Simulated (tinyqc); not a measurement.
Inside a calculation: pi bands of a honeycomb layer in tight binding. Values are carried at full precision from step to step, so a last printed digit may differ when a step is redone from the rounded ones.

Lattice vectors a (1,0) and a (1/2, sqrt3/2); f = exp(i ky a/sqrt3) + 2 cos(kx a/2) exp(-i ky a/(2 sqrt3)), w = |f|. H = [[D - t2 F, -t f], [., -D - t2 F]] with F = w^2 - 3, S = [[1, s0 f], [., 1]]; the levels solve det(H - E S) = 0. K = (4 pi/3a, 0), M = (pi/a, pi/(sqrt3 a)); w = 3, 1, 0 at Gamma, M, K.

Constants: hbar = 6.58211957e-16 eV s; hbar^2/2m0 = 3.80998211 eV angstrom^2.

Values chosen for the exercise (of the size used for graphene; shifted at random, so the results belong to these values and not to a real crystal):
- a = 2.46 angstrom (lattice constant)
- t = 3.07 eV (nearest hopping)
- t2 = 0.15 eV (second-neighbour hopping)
- s0 = 0.096 (overlap of neighbours)
- D = 0.032 eV (+D on A, -D on B)
- k = (0.53, 0.74) 1/angstrom (wave vector)

## H and S at one k

Form f, w, F and the two matrices.

f = 1.87204+0.07037i
w = 1.87336
F = 0.50949

H (eV):
```
,A,B
A,-0.0444,-5.7472-0.2160i
B,-5.7472+0.2160i,-0.1084
```

S:
```
,A,B
A,1.00000,0.17972+0.00676i
B,0.17972-0.00676i,1.00000
```

## The secular equation

det(H - E S) = 0 reads (e - E)^2 - D^2 - (t + s0 E)^2 w^2 = 0 with e = -t2 (w^2 - 3), that is c2 E^2 + 2 c1 E + c0 = 0 with c2 = 1 - s0^2 w^2, c1 = -(e + t s0 w^2), c0 = e^2 - D^2 - t^2 w^2.

c2, c1, c0: 0.9677  -0.9579  -33.0718

levels (eV): -4.9394  6.9193

## Levels at Gamma, M and K

Solve the quadratic (e - E)^2 - D^2 - (t + s0 E)^2 w^2 = 0 with e = -t2 (w^2 - 3), for w = 3, 1, 0.

Levels (eV):
```
point,w,lower,upper,difference
Gamma,3,-7.8494,11.6714,19.5208
M,1,-2.5275,3.7280,6.2556
K,0,0.4180,0.4820,0.0640
```

Measured from the middle of the levels at K (0.450 eV), the upper band reaches 11.221 eV and the lower -8.299 eV at Gamma: the upper band is the wider; overlap stretches the upper band and positive t2 the lower. The saddle points at M give the absorption peak at 6.256 eV in this one-electron picture.

## Near K

w = (sqrt3/2) a q to first order in the distance q from K. Effective hopping t* = t + 3 t2 s0, hbar v = (sqrt3/2) a t*, v in m/s = hbar v x 1e-10/hbar; band-edge masses follow from E^2 = D^2 + (hbar v q)^2 when t2 = s0 = 0: m/m0 = 2 c D/(hbar v)^2, c = hbar^2/2m0.

hbar v = 6.6324 eV angstrom
v = 1.008e+06 m/s
mass = 0.0055 m0

## Checks

- Roots of the quadratic against the generalised eigenproblem: they agree to 1e-10 or better.

(tinyqc, `OMP_NUM_THREADS=1 python tinyqc.py 1482232 1482233 out.jsonl`, Intel(R) Xeon(R) Processor @ 2.30GHz, 1 thread, shared host, about 0.01 s.)
